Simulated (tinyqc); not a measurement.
# Nanowire ballistic transistor, top-of-the-barrier model: output curve

At the top of the source barrier, states moving towards the drain are filled by the source (Fermi level 0) and states moving back by the drain (Fermi level -q Vd); nothing scatters. U is the shift of the band edge there, set by the capacitances CG, CD and CS (the total) and by the charge. Parabolic one-dimensional subband; the source is grounded.

N0 = gv sqrt(2 m kB T/pi)/hbar, CG = 2 pi eps0 eox/ln(1 + 2 tox/d), CS = CG/aG, n0 = n at U = 0 and Vd = 0. eta1 = -(E0 + U)/Vt, eta2 = eta1 - Vd/Vt, n = (N0/2)[F_(-1/2)(eta1) + F_(-1/2)(eta2)], F_(-1/2)(x) = (1/sqrt(pi)) int_0^infinity u^(-1/2)/(1 + exp(u - x)) du. U = UL + q (n - n0)/CS with UL = -(aG Vg + aD Vd), energies in eV. I = gv (2 q^2/h) Vt [ln(1 + exp eta1) - ln(1 + exp eta2)]. CQ = (q/Vt) dn/d(eta1).

Parameters, values chosen for the exercise; mass and valleys close to those of a monolayer dichalcogenide:
- T = 300 K (temperature)
- m = 0.513 m0 (effective mass)
- gv = 2 (valley degeneracy)
- eox = 22 (relative permittivity of the gate insulator)
- tox = 1.9 nm (insulator thickness)
- d = 5 nm (wire diameter)
- aG = 0.76 (gate control CG/CS)
- aD = 0.038 (drain control CD/CS)
- E0 = 0.33 eV (band edge at the barrier top above the source Fermi level at zero bias)
- Vg = 0.5 V (gate voltage)

Constants: q = 1.602176634e-19 C, kB = 1.380649e-23 J/K, hbar = 1.054571817e-34 J s, h = 6.62607015e-34 J s, m0 = 9.1093837015e-31 kg, Vt = kB T/q, eps0 = 8.8541878128e-14 F/cm where lengths are in cm. Results are converted to the units shown.

Output curve:
```
Vd (V)    eta1  n (cm^-1)  I (uA)  mean velocity I/(q n) (cm/s)   CQ/CS
0.01    0.7452    5.533e6  0.9827                       1.109e6  0.6199
0.025   0.8619    5.097e6   2.293                       2.807e6  0.5869
0.05     1.026    4.511e6   3.980                       5.507e6  0.5044
0.1      1.218    3.967e6   5.644                       8.881e6  0.3693
0.15     1.305    3.907e6   6.143                       9.813e6  0.3299
0.2      1.365    3.966e6   6.373                       1.003e7  0.3224
0.3      1.477    4.126e6   6.742                       1.020e7  0.3191
0.4      1.589    4.289e6   7.110                       1.035e7  0.3164
0.6      1.813    4.611e6   7.868                       1.065e7  0.3096
0.8      2.038    4.927e6   8.655                       1.096e7  0.3013
```

What does the comparison show?

The current rises from 0.983 to 8.66 uA; n goes from 5.53e6 through a minimum of 3.91e6 (at Vd = 0.15 V among the rows listed) to 4.93e6 cm^-1 and eta1 rises from 0.745 to 2.04. The resistance in the first row is 10.2 kohm, against h/(2 q^2 gv) = 6.45 kohm for one open subband, though nothing scatters in the channel. The current passes 90 % of its last value at Vd = 0.6 V among the rows, where eta2 = -21; returning states are gone from Vd = 0.3 V on (eta2 < -7), and from there the drain control aD lifts eta1 from 1.48 to 2.04. For Vd = 0.1 to 0.8 V higher subbands of the wire, left out here, could begin to fill.

Program tinyqc, `OMP_NUM_THREADS=1 python tinyqc.py 2400010 2400011 out.jsonl`; Intel Xeon 2.30GHz, shared host, one thread, about 0.03 s.
